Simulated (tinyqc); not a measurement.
Worked calculation (part 1 of 2): RHF in the sto-6g basis, for BeH2, spin multiplicity 1. Computed by tinyqc, a small Python program that keeps every step (integrals from PySCF). Settings: charge = 0, multiplicity = 1, basis = sto-6g, energy threshold = 1e-08, iteration cap = 85, orthogonalisation = canonical, start = core, DIIS depth = 0, damping = 0.5, method = RHF. Command: `OMP_NUM_THREADS=1 python tinyqc.py 30596 30597 out.jsonl` (the two numbers bound the seeds that draw the settings). One thread of a shared host (Intel(R) Xeon(R) Processor @ 2.60GHz), about 0.1 s of CPU time with the checks. Later iterations appear only in the table of the cycle.

## One-electron integrals

Geometry (angstrom):
```
atom        x         y        z
Be    0.00000   0.00000  0.00000
H     0.00000   1.44600  0.00000
H     0.00000  -1.51600  0.00000
```

Basis sto-6g: exponents (1/bohr^2) and contraction coefficients of normalised primitives:
```
element  l (shell)   exponent  coefficient
Be           s (1)  312.87049      0.00916
Be           s (1)   57.36446      0.04936
Be           s (1)   16.04851      0.16854
Be           s (1)    5.51310      0.37056
Be           s (1)    2.14090      0.41649
Be           s (1)    0.88174      0.13033
Be           s (2)   13.63325     -0.01325
Be           s (2)    2.69838     -0.04699
Be           s (2)    0.83865     -0.03379
Be           s (2)    0.32266      0.25024
Be           s (2)    0.14013      0.59512
Be           s (2)    0.06423      0.24071
Be           p (3)   13.63325      0.00376
Be           p (3)    2.69838      0.03768
Be           p (3)    0.83865      0.17390
Be           p (3)    0.32266      0.41804
Be           p (3)    0.14013      0.42586
Be           p (3)    0.06423      0.10171
H            s (1)   35.52322      0.00916
H            s (1)    6.51314      0.04936
H            s (1)    1.82214      0.16854
H            s (1)    0.62596      0.37056
H            s (1)    0.24308      0.41649
H            s (1)    0.10011      0.13033
```

Overlap, kinetic and nuclear-attraction integrals over the contracted functions; the nuclear repulsion is the sum of Za Zb / Rab.

nuclear repulsion = 3.0387387 hartree

overlap S, lower triangle:
```
          1Be 1s   1Be 2s  1Be 2px   1Be 2py  1Be 2pz    2H 1s    3H 1s
1Be 1s   1.00000
1Be 2s   0.25476  1.00000
1Be 2px  0.00000  0.00000  1.00000
1Be 2py  0.00000  0.00000  0.00000   1.00000
1Be 2pz  0.00000  0.00000  0.00000   0.00000  1.00000
2H 1s    0.05699  0.41871  0.00000   0.49359  0.00000  1.00000
3H 1s    0.04875  0.39190  0.00000  -0.47121  0.00000  0.02323  1.00000
```

kinetic energy T (hartree), lower triangle:
```
           1Be 1s   1Be 2s  1Be 2px   1Be 2py  1Be 2pz     2H 1s    3H 1s
1Be 1s    6.76875
1Be 2s   -0.20738  0.22012
1Be 2px   0.00000  0.00000  0.66127
1Be 2py   0.00000  0.00000  0.00000   0.66127
1Be 2pz   0.00000  0.00000  0.00000   0.00000  0.66127
2H 1s    -0.01370  0.05382  0.00000   0.15989  0.00000   0.76852
3H 1s    -0.01301  0.04490  0.00000  -0.13989  0.00000  -0.00598  0.76852
```

nuclear attraction V (hartree), lower triangle:
```
            1Be 1s    1Be 2s   1Be 2px   1Be 2py   1Be 2pz     2H 1s     3H 1s
1Be 1s   -15.42981
1Be 2s    -1.83289  -2.98363
1Be 2px    0.00000   0.00000  -2.91662
1Be 2py   -0.00147  -0.00790   0.00000  -3.11736
1Be 2pz    0.00000   0.00000   0.00000   0.00000  -2.91662
2H 1s     -0.44752  -1.18604   0.00000  -1.37170   0.00000  -2.87473
3H 1s     -0.38105  -1.08579   0.00000   1.27832   0.00000  -0.07342  -2.80924
```

core Hamiltonian H = T + V (hartree), lower triangle:
```
           1Be 1s    1Be 2s   1Be 2px   1Be 2py   1Be 2pz     2H 1s     3H 1s
1Be 1s   -8.66106
1Be 2s   -2.04027  -2.76351
1Be 2px   0.00000   0.00000  -2.25536
1Be 2py  -0.00147  -0.00790   0.00000  -2.45610
1Be 2pz   0.00000   0.00000   0.00000   0.00000  -2.25536
2H 1s    -0.46122  -1.13222   0.00000  -1.21181   0.00000  -2.10620
3H 1s    -0.39406  -1.04090   0.00000   1.13843   0.00000  -0.07940  -2.04072
```

## Two-electron integrals

Functions are numbered as in S; the eight-fold symmetry (ij|kl) = (ji|kl) = (kl|ij) leaves the list below.

Two-electron integrals (ij|kl) in chemists' order, unique and non-zero (hartree):
```
(11|11) 2.30000     (21|11) 0.36188     (21|21) 0.07193     (22|11) 0.57033
(22|21) 0.13965     (22|22) 0.41777     (31|31) 0.01525     (32|31) 0.02255
(32|32) 0.09234     (33|11) 0.57033     (33|21) 0.13965     (33|22) 0.41777
(33|33) 0.45012     (41|41) 0.01525     (42|41) 0.02255     (42|42) 0.09234
(43|43) 0.02426     (44|11) 0.57033     (44|21) 0.13965     (44|22) 0.41777
(44|33) 0.40160     (44|44) 0.45012     (51|51) 0.01525     (52|51) 0.02255
(52|52) 0.09234     (53|53) 0.02426     (54|54) 0.02426     (55|11) 0.57033
(55|21) 0.13965     (55|22) 0.41777     (55|33) 0.40160     (55|44) 0.40160
(55|55) 0.45012     (61|11) 0.08321     (61|21) 0.01606     (61|22) 0.03105
(61|33) 0.03079     (61|41) 0.00159     (61|42) 0.00308     (61|44) 0.03156
(61|55) 0.03079     (61|61) 0.00379     (62|11) 0.19706     (62|21) 0.04900
(62|22) 0.15923     (62|33) 0.15326     (62|41) 0.00684     (62|42) 0.04004
(62|44) 0.17117     (62|55) 0.15326     (62|61) 0.01209     (62|62) 0.08994
(63|31) 0.00476     (63|32) 0.02158     (63|43) 0.00697     (63|63) 0.00832
(64|11) 0.21105     (64|21) 0.05315     (64|22) 0.18052     (64|33) 0.16992
(64|41) 0.01107     (64|42) 0.06244     (64|44) 0.20172     (64|55) 0.16992
(64|61) 0.01377     (64|62) 0.11607     (64|64) 0.15474     (65|51) 0.00476
(65|52) 0.02158     (65|54) 0.00697     (65|65) 0.00832     (66|11) 0.36376
(66|21) 0.09230     (66|22) 0.33466     (66|33) 0.31052     (66|41) 0.01525
(66|42) 0.11433     (66|44) 0.38295     (66|55) 0.31052     (66|61) 0.02358
(66|62) 0.23965     (66|64) 0.32843     (66|66) 0.77500     (71|11) 0.07095
(71|21) 0.01370     (71|22) 0.02654     (71|33) 0.02632     (71|41) -0.00136
(71|42) -0.00265    (71|44) 0.02698     (71|55) 0.02632     (71|61) 0.00293
(71|62) 0.00855     (71|64) 0.00891     (71|66) 0.01588     (71|71) 0.00276
(72|11) 0.17933     (72|21) 0.04466     (72|22) 0.14651     (72|33) 0.14088
(72|41) -0.00621    (72|42) -0.03730    (72|44) 0.15776     (72|55) 0.14088
(72|61) 0.00913     (72|62) 0.04316     (72|64) 0.04452     (72|66) 0.08496
(72|71) 0.00943     (72|72) 0.07812     (73|31) 0.00419     (73|32) 0.01934
(73|43) -0.00638    (73|63) 0.00307     (73|73) 0.00692     (74|11) -0.19598
(74|21) -0.04940    (74|22) -0.16922    (74|33) -0.15929    (74|41) 0.01001
(74|42) 0.05804     (74|44) -0.18909    (74|55) -0.15929    (74|61) -0.00973
(74|62) -0.04567    (74|64) -0.04541    (74|66) -0.08870    (74|71) -0.01092
(74|72) -0.10245    (74|74) 0.13835     (75|51) 0.00419     (75|52) 0.01934
(75|54) -0.00638    (75|65) 0.00307     (75|75) 0.00692     (76|11) 0.01332
(76|21) 0.00323     (76|22) 0.00965     (76|33) 0.00946     (76|41) -8.14e-06
(76|42) -0.00006    (76|44) 0.01003     (76|55) 0.00946     (76|61) 0.00072
(76|62) 0.00384     (76|64) 0.00446     (76|66) 0.00855     (76|71) 0.00062
(76|72) 0.00361     (76|74) -0.00429    (76|76) 0.00023     (77|11) 0.34749
(77|21) 0.08826     (77|22) 0.32382     (77|33) 0.30063     (77|41) -0.01407
(77|42) -0.10970    (77|44) 0.37018     (77|55) 0.30063     (77|61) 0.01783
(77|62) 0.08981     (77|64) 0.09155     (77|66) 0.17864     (77|71) 0.01923
(77|72) 0.22184     (77|74) -0.30826    (77|76) 0.00855     (77|77) 0.77500
```

## Orthogonalisation

S = U s U^T; canonical form X = U s^(-1/2), so that X^T S X = 1. Each column of U has its largest component positive (the first on a tie).

eigenvalues of S: 0.30350  0.41005  0.94864  1.00000  1.00000  1.65104  1.68677

X:
```
                1         2         3        4         5         6         7
1Be 1s   -0.04358  -0.35883   0.93819  0.00000   0.00000   0.19419   0.17107
1Be 2s    0.20252   1.12030  -0.06869  0.00000   0.00000   0.39477   0.35379
1Be 2px   0.00000   0.00000   0.00000  0.95437  -0.29863   0.00000   0.00000
1Be 2py   1.25739  -0.16800  -0.00652  0.00000   0.00000  -0.37304   0.40654
1Be 2pz   0.00000   0.00000   0.00000  0.29863   0.95437   0.00000   0.00000
2H 1s    -1.03509  -0.58739  -0.28366  0.00000   0.00000   0.00670   0.52048
3H 1s     0.77430  -0.82561  -0.29784  0.00000   0.00000   0.52242  -0.04731
```

Within a degenerate level the vectors are fixed only up to a rotation; this is one choice.

## Starting guess

The start is the orbitals of the core Hamiltonian; D = 2 C_occ C_occ^T.

D at the start, lower triangle:
```
           1Be 1s    1Be 2s  1Be 2px   1Be 2py  1Be 2pz    2H 1s    3H 1s
1Be 1s    2.13500
1Be 2s   -0.51351   1.88271
1Be 2px   0.00000   0.00000  0.00000
1Be 2py   0.00916  -0.05040  0.00000   2.09508
1Be 2pz   0.00000   0.00000  0.00000   0.00000  0.00000
2H 1s    -0.02245   0.16645  0.00000  -0.02972  0.00000  0.01528
3H 1s    -0.00989   0.11006  0.00000   0.07327  0.00000  0.00904  0.00941
```

## Iteration 1: building the Fock matrix

J_ij = sum D_kl (ij|kl), K_ij = sum D_kl (ik|jl); F = H + J - 0.5 K; E = tr D H + tr D J / 2 - 0.25 tr D K + E_nn.

Coulomb J (hartree), lower triangle:
```
           1Be 1s   1Be 2s  1Be 2px   1Be 2py  1Be 2pz    2H 1s    3H 1s
1Be 1s    6.87525
1Be 2s    1.27131  2.79220
1Be 2px   0.00000  0.00000  2.75660
1Be 2py  -0.00022  0.00165  0.00000   2.86339
1Be 2pz   0.00000  0.00000  0.00000   0.00000  2.75660
2H 1s     0.28955  1.05461  0.00000   1.19017  0.00000  2.18126
3H 1s     0.24717  0.96375  0.00000  -1.10654  0.00000  0.06567  2.08439
```

exchange K (hartree), lower triangle:
```
           1Be 1s    1Be 2s  1Be 2px   1Be 2py  1Be 2pz    2H 1s    3H 1s
1Be 1s    4.70928
1Be 2s    0.76694   1.06736
1Be 2px   0.00000   0.00000  0.24411
1Be 2py  -0.00046  -0.00137  0.00000   1.12229
1Be 2pz   0.00000   0.00000  0.00000   0.00000  0.24411
2H 1s     0.19315   0.48811  0.00000   0.50334  0.00000  0.55044
3H 1s     0.16620   0.44066  0.00000  -0.45490  0.00000  0.01857  0.45542
```

Fock matrix F (hartree), lower triangle:
```
           1Be 1s    1Be 2s  1Be 2px   1Be 2py  1Be 2pz     2H 1s     3H 1s
1Be 1s   -4.14045
1Be 2s   -1.15244  -0.50499
1Be 2px   0.00000   0.00000  0.37919
1Be 2py  -0.00146  -0.00557  0.00000  -0.15386
1Be 2pz   0.00000   0.00000  0.00000   0.00000  0.37919
2H 1s    -0.26824  -0.32167  0.00000  -0.27332  0.00000  -0.20016
3H 1s    -0.22999  -0.29748  0.00000   0.25933  0.00000  -0.02302  -0.18404
```

total energy of this density = -15.0468207 hartree

This density is the starting one.

## Iteration 1: diagonalisation and new density

Diagonalise F' = X^T F X, C = X C', fill 3 alpha and 3 beta electrons from the bottom; D = 2 C_occ C_occ^T; the new density keeps 0.5 of the old one (damping). Each column has its largest component positive (the first on a tie).

F' = X^T F X (hartree), lower triangle:
```
          1        2         3        4        5         6         7
1   0.70725
2  -0.02358  0.28266
3   0.04926  0.55112  -3.28802
4   0.00000  0.00000   0.00000  0.37919
5   0.00000  0.00000   0.00000  0.00000  0.37919
6  -0.00125  0.16177  -1.12510  0.00000  0.00000  -0.75296
7   0.02508  0.14302  -1.01176  0.00000  0.00000  -0.39449  -0.68281
```

orbital energies (hartree): MO1 -4.14306, MO2 -0.34448, MO3 -0.32060, MO4 0.36523, MO5 0.37919, MO6 0.37919, MO7 0.70904

coefficients C:
```
              MO1       MO2       MO3       MO4       MO5      MO6       MO7
1Be 1s    0.99275  -0.20788   0.05356  -0.21394   0.00000  0.00000  -0.02075
1Be 2s    0.02805   0.57605  -0.16041   1.09634   0.00000  0.00000   0.14659
1Be 2px   0.00000   0.00000   0.00000   0.00000  -0.70620  0.70801   0.00000
1Be 2py   0.00043   0.13533   0.50988  -0.10902   0.00000  0.00000   1.27419
1Be 2pz   0.00000   0.00000   0.00000   0.00000   0.70801  0.70620   0.00000
2H 1s    -0.00211   0.47503   0.28542  -0.67721   0.00000  0.00000  -1.00105
3H 1s    -0.00215   0.26974  -0.48946  -0.82973   0.00000  0.00000   0.80265
```

D after iteration 1, lower triangle:
```
           1Be 1s    1Be 2s  1Be 2px   1Be 2py  1Be 2pz     2H 1s    3H 1s
1Be 1s    2.09914
1Be 2s   -0.35725   1.29971
1Be 2px   0.00000   0.00000  0.00000
1Be 2py   0.00418  -0.02902  0.00000   1.32584
1Be 2pz   0.00000   0.00000  0.00000   0.00000  0.00000
2H 1s    -0.09679   0.31103  0.00000   0.19496  0.00000   0.31476
3H 1s    -0.08937   0.28887  0.00000  -0.17643  0.00000  -0.00704  0.31705
```

Within a degenerate level the vectors are fixed only up to a rotation; this is one choice.

## Iteration 2: building the Fock matrix

As before.

Coulomb J (hartree), lower triangle:
```
          1Be 1s   1Be 2s  1Be 2px   1Be 2py  1Be 2pz    2H 1s    3H 1s
1Be 1s   6.64022
1Be 2s   1.22079  2.70521
1Be 2px  0.00000  0.00000  2.65431
1Be 2py  0.00054  0.00314  0.00000   2.80702
1Be 2pz  0.00000  0.00000  0.00000   0.00000  2.65431
2H 1s    0.27862  1.05251  0.00000   1.20596  0.00000  2.28441
3H 1s    0.23767  0.96528  0.00000  -1.12588  0.00000  0.06438  2.20773
```

exchange K (hartree), lower triangle:
```
           1Be 1s   1Be 2s  1Be 2px   1Be 2py  1Be 2pz    2H 1s    3H 1s
1Be 1s    4.67541
1Be 2s    0.75936  0.96408
1Be 2px   0.00000  0.00000  0.20074
1Be 2py  -0.00009  0.00551  0.00000   1.03972
1Be 2pz   0.00000  0.00000  0.00000   0.00000  0.20074
2H 1s     0.18648  0.53782  0.00000   0.58288  0.00000  0.83173
3H 1s     0.15997  0.49854  0.00000  -0.54462  0.00000  0.01942  0.76948
```

Fock matrix F (hartree), lower triangle:
```
           1Be 1s    1Be 2s  1Be 2px   1Be 2py  1Be 2pz     2H 1s     3H 1s
1Be 1s   -4.35854
1Be 2s   -1.19917  -0.54033
1Be 2px   0.00000   0.00000  0.29858
1Be 2py  -0.00088  -0.00752  0.00000  -0.16894
1Be 2pz   0.00000   0.00000  0.00000   0.00000  0.29858
2H 1s    -0.27583  -0.34862  0.00000  -0.29729  0.00000  -0.23766
3H 1s    -0.23638  -0.32488  0.00000   0.28485  0.00000  -0.02473  -0.21773
```

total energy of this density = -15.3546604 hartree

This density is a damped mixture and is not idempotent.

## Iteration 2: diagonalisation and new density

As before.

F' = X^T F X (hartree), lower triangle:
```
          1        2         3        4        5         6         7
1   0.73823
2  -0.03351  0.29214
3   0.05124  0.58456  -3.47499
4   0.00000  0.00000   0.00000  0.29858
5   0.00000  0.00000   0.00000  0.00000  0.29858
6  -0.00897  0.17550  -1.17021  0.00000  0.00000  -0.80726
7   0.03666  0.15215  -1.05174  0.00000  0.00000  -0.41154  -0.73378
```

orbital energies (hartree): MO1 -4.36062, MO2 -0.38880, MO3 -0.35703, MO4 0.29858, MO5 0.29858, MO6 0.37901, MO7 0.74177

coefficients C:
```
              MO1       MO2       MO3       MO4      MO5       MO6       MO7
1Be 1s    0.99371  -0.20589   0.04064   0.00000  0.00000  -0.21473  -0.01556
1Be 2s    0.02473   0.57602  -0.12522   0.00000  0.00000   1.10420   0.12021
1Be 2px   0.00000   0.00000   0.00000  -0.35460  0.93502   0.00000   0.00000
1Be 2py   0.00029   0.10312   0.50228   0.00000  0.00000  -0.07899   1.28241
1Be 2pz   0.00000   0.00000   0.00000   0.93502  0.35460   0.00000   0.00000
2H 1s    -0.00236   0.46582   0.32067   0.00000  0.00000  -0.69893  -0.97955
3H 1s    -0.00238   0.30071  -0.48502   0.00000  0.00000  -0.80636   0.81802
```

D after iteration 2, lower triangle:
```
           1Be 1s    1Be 2s  1Be 2px   1Be 2py  1Be 2pz     2H 1s    3H 1s
1Be 1s    2.08106
1Be 2s   -0.27774   0.99795
1Be 2px   0.00000   0.00000  0.00000
1Be 2py   0.00156  -0.01800  0.00000   0.92583
1Be 2pz   0.00000   0.00000  0.00000   0.00000  0.00000
2H 1s    -0.13361   0.38362  0.00000   0.30658  0.00000   0.47720
3H 1s    -0.12867   0.37832  0.00000  -0.30082  0.00000  -0.01897  0.48420
```

Within a degenerate level the vectors are fixed only up to a rotation; this is one choice.

## Iteration 28 (converged): orbitals

converged F (hartree), lower triangle:
```
           1Be 1s    1Be 2s  1Be 2px   1Be 2py  1Be 2pz     2H 1s     3H 1s
1Be 1s   -4.59603
1Be 2s   -1.24924  -0.57786
1Be 2px   0.00000   0.00000  0.21015
1Be 2py  -0.00024  -0.00974  0.00000  -0.18147
1Be 2pz   0.00000   0.00000  0.00000   0.00000  0.21015
2H 1s    -0.28440  -0.37648  0.00000  -0.32093  0.00000  -0.27667
3H 1s    -0.24364  -0.35273  0.00000   0.30992  0.00000  -0.02634  -0.25223
```

Diagonalise F' = X^T F X, C = X C', fill 3 alpha and 3 beta electrons from the bottom; D = 2 C_occ C_occ^T. Each column has its largest component positive (the first on a tie).

F' = X^T F X (hartree), lower triangle:
```
          1        2         3        4        5         6         7
1   0.76921
2  -0.04409  0.29929
3   0.05359  0.62208  -3.67782
4   0.00000  0.00000   0.00000  0.21015
5   0.00000  0.00000   0.00000  0.00000  0.21015
6  -0.01819  0.19046  -1.22008  0.00000  0.00000  -0.86313
7   0.05039  0.16172  -1.09580  0.00000  0.00000  -0.43095  -0.78638
```

orbital energies (hartree): MO1 -4.59758, MO2 -0.43471, MO3 -0.39302, MO4 0.21015, MO5 0.21015, MO6 0.39101, MO7 0.77547

coefficients C:
```
              MO1       MO2       MO3       MO4      MO5       MO6       MO7
1Be 1s    0.99471  -0.20273   0.03297   0.00000  0.00000  -0.21471  -0.01062
1Be 2s    0.02111   0.57343  -0.10455   0.00000  0.00000   1.11021   0.09505
1Be 2px   0.00000   0.00000   0.00000  -0.08736  0.99618   0.00000   0.00000
1Be 2py   0.00013   0.08322   0.48975   0.00000  0.00000  -0.05016   1.29013
1Be 2pz   0.00000   0.00000   0.00000   0.99618  0.08736   0.00000   0.00000
2H 1s    -0.00242   0.46136   0.34612   0.00000  0.00000  -0.71939  -0.95795
3H 1s    -0.00247   0.31909  -0.48653   0.00000  0.00000  -0.78451   0.83130
```

D after iteration 28, lower triangle:
```
           1Be 1s    1Be 2s  1Be 2px   1Be 2py  1Be 2pz     2H 1s    3H 1s
1Be 1s    2.06325
1Be 2s   -0.19740   0.68040
1Be 2px   0.00000   0.00000  0.00000
1Be 2py  -0.00119  -0.00696  0.00000   0.49356
1Be 2pz   0.00000   0.00000  0.00000   0.00000  0.00000
2H 1s    -0.16906   0.45664  0.00000   0.41581  0.00000   0.66532
3H 1s    -0.16637   0.46759  0.00000  -0.42344  0.00000  -0.04235  0.67707
```

Within a degenerate level the vectors are fixed only up to a rotation; this is one choice.

## Convergence

Stop when the energy changes by less than 1e-08 hartree and every element of the error matrix X^T (F D S - S D F) X is below 3e-05.

Course of the cycle:
```
iteration  E (hartree)     change  largest element of the error matrix
1          -15.0468207          -                             6.17e-01
2          -15.3546604  -3.08e-01                             3.44e-01
3          -15.5221708  -1.68e-01                             1.87e-01
4          -15.6094724  -8.73e-02                             1.00e-01
5          -15.6540490  -4.46e-02                             5.34e-02
6          -15.6765797  -2.25e-02                             2.84e-02
7          -15.6879089  -1.13e-02                             1.52e-02
8          -15.6935903  -5.68e-03                             8.11e-03
9          -15.6964356  -2.85e-03                             4.35e-03
10         -15.6978594  -1.42e-03                             2.34e-03
11         -15.6985717  -7.12e-04                             1.27e-03
12         -15.6989279  -3.56e-04                             6.89e-04
13         -15.6991060  -1.78e-04                             3.77e-04
14         -15.6991951  -8.91e-05                             2.08e-04
15         -15.6992397  -4.45e-05                             1.15e-04
16         -15.6992619  -2.23e-05                             6.43e-05
17         -15.6992731  -1.11e-05                             3.62e-05
18         -15.6992786  -5.57e-06                             2.06e-05
19         -15.6992814  -2.78e-06                             1.18e-05
20         -15.6992828  -1.39e-06                             6.79e-06
21         -15.6992835  -6.96e-07                             3.95e-06
22         -15.6992839  -3.48e-07                             2.32e-06
23         -15.6992840  -1.74e-07                             1.37e-06
24         -15.6992841  -8.70e-08                             8.19e-07
25         -15.6992842  -4.35e-08                             4.92e-07
26         -15.6992842  -2.18e-08                             2.97e-07
27         -15.6992842  -1.09e-08                             1.81e-07
28         -15.6992842  -5.44e-09                             1.10e-07
```

PySCF RHF in the same basis = -15.6992842 hartree

Converged in 28 iterations.
